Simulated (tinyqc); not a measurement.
# Changing the back recombination velocity S_b

Model: surface photovoltage measurement of the minority-carrier diffusion length in a wafer. Computed by tinyqc, a small Python program. Command: `OMP_NUM_THREADS=1 python tinyqc.py 3130174 3130175 out.jsonl spv sweep`. One thread of a shared host (Intel(R) Xeon(R) Processor @ 2.30GHz), about 0.02 s of CPU time with the checks.

Low injection, steady light, a depletion layer much thinner than 1/alpha and L. The excess density dn is taken at the front edge of the neutral region; light that reaches the back is lost.

Inputs (values chosen for the exercise, modelled on p-type silicon at room temperature): diffusion length L = 57 micrometre; wafer thickness W = 300 micrometre; diffusivity D = 32.7 cm^2/s; front recombination velocity S_f = 160 cm/s; photon flux entering = 2.5e+12 1/(cm^2 s); minority density at the surface barrier scale n_0 = 1.9e+10 1/cm^3; temperature T = 298 K; wavelength = 847 nm; relative noise of each reading = 0.2 %; diffusion length after pair splitting over L = 0.68; iron factor C = 1.04e+16 micrometre^2/cm^3.

normal deviates g for the noise: [-1.85, 0.08, -1.39, 0.22, -0.03, -2.52, 1.51]

Constants: k_B = 8.617333262e-05 eV/K.

Method:
- alpha = (84.732/lambda - 76.417)^2 per cm with lambda in micrometre (an empirical fit for silicon between 0.7 and 1.05 micrometre).
- Thick wafer: dn = Phi L/((S_f + D/L)(L + 1/alpha)). Finite wafer, with s = S_b L/D, w = W/L, a = alpha L: dn = [Phi a/(a^2 - 1)] [a - B - exp(-alpha W)(a - s)/(cosh w + s sinh w)]/(S_f + B D/L), B = (sinh w + s cosh w)/(cosh w + s sinh w).
- Photovoltage V = (k_B T/e) ln(1 + dn/n_0). Lifetime = L^2/D.
- Readings y = (Phi/dn) (1 + noise x g) at 780, 830, 880, 920, 950, 975 and 995 nm; a least-squares line y = c (1/alpha + L_app) gives L_app = intercept/slope.
- Splitting iron-boron pairs in boron-doped silicon shortens L; with nothing else changing, [Fe] = C (1/L_after^2 - 1/L^2). It is evaluated with the true lengths and with the apparent ones (without noise), which differ when the wafer is not thick against L.

One run for each value; columns: (1) back recombination velocity S_b (cm/s); (2) apparent length L_app (micrometre); (3) B; (4) dn, finite wafer (1/cm^3); (5) bias, apparent over true less 1 (rounded to 0.001) (%):
```
(1)          (2)     (3)         (4)     (5)
1.00e+00  56.699  0.9999  3.2256e+08   0.228
1.00e+01  56.698  0.9999  3.2256e+08   0.227
1.00e+02  56.694  0.9999  3.2256e+08   0.214
1.00e+03  56.655  1.0000  3.2255e+08   0.109
1.00e+04  56.511  1.0000  3.2253e+08  -0.270
1.00e+05  56.420  1.0000  3.2252e+08  -0.500
1.00e+06  56.405  1.0001  3.2251e+08  -0.534
1.00e+07  56.404  1.0001  3.2251e+08  -0.538
```

What does the table show?

Over the rows, apparent length L_app (micrometre) falls from 56.70 to 56.40; B rises from 0.999946 to 1.00005; dn, finite wafer (1/cm^3) falls from 3.22562e8 to 3.22513e8.

Extremes, crossings and ranges named in words are read from the listed rows.
